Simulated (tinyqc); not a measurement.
From results back to parameters: five-level k.p model folded onto the conduction band. Two cases, with inputs chosen for the exercise.

Problem. The levels are known; the mass and the g factor at E = Eg are given. Find Ep and Ep2.

Second-order sums for the lowest conduction level at E: 1/m = 1 + Cm + (Ep/3)(2/E + 1/(E + Dso)) - (Ep2/3)(2/(E7 + D2 - E) + 1/(E7 - E)); g/2 = 1 + Cg - (Ep/3)(1/E - 1/(E + Dso)) - (Ep2/3)(1/(E7 - E) - 1/(E7 + D2 - E)). E is counted from the top of the valence band; E = Eg at the edge.

Case 1.

Values chosen (near those of InP; not measured data): Eg = 1.34 eV (gap at Gamma to the s-like level); Dso = 0.112 eV (spin-orbit splitting); E7 = 4.75 eV (upper Gamma7 conduction level, from the valence top); D2 = 0.07 eV (its spin-orbit splitting, Gamma8 above Gamma7); Cm = -4.2 (remote term in 1/m); Cg = -0.02 (remote term in g/2).

m = 0.08324771 m0
g = 1.134043

Case 2.

Values chosen (near those of ZnSe; not measured data): Eg = 2.758 eV (gap at Gamma to the s-like level); Dso = 0.384 eV (spin-orbit splitting); E7 = 7.19 eV (upper Gamma7 conduction level, from the valence top); D2 = 0.11 eV (its spin-orbit splitting, Gamma8 above Gamma7); Cm = -2.9 (remote term in 1/m); Cg = -0.02 (remote term in g/2).

m = 0.16170677 m0
g = 1.239620

Find: coefficients of (Ep, Ep2); right-hand sides 1/m - 1 - Cm and 1 + Cg - g/2; Ep, Ep2.

Solution. Both sums are linear in Ep and Ep2, so two equations fix them.

Case 1.

coefficients of (Ep, Ep2) (1/eV):
```
         1         2
1  0.72708  -0.28932
2  0.01919   0.00197
```

right-hand sides 1/m - 1 - Cm and 1 + Cg - g/2: 15.2123  0.4130

Ep, Ep2 (eV): 21.40  1.20

Case 2.

coefficients of (Ep, Ep2) (1/eV):
```
         1         2
1  0.34781  -0.22199
2  0.01477   0.00182
```

right-hand sides 1/m - 1 - Cm and 1 + Cg - g/2: 8.0840  0.3602

Ep, Ep2 (eV): 24.20  1.50

Computed by tinyqc, one run a case: `OMP_NUM_THREADS=1 python tinyqc.py N N+1 out.jsonl` with N = 1050007, 1050010; one thread of a shared Intel(R) Xeon(R) Processor @ 2.30GHz, about 0.01 s a run at most.
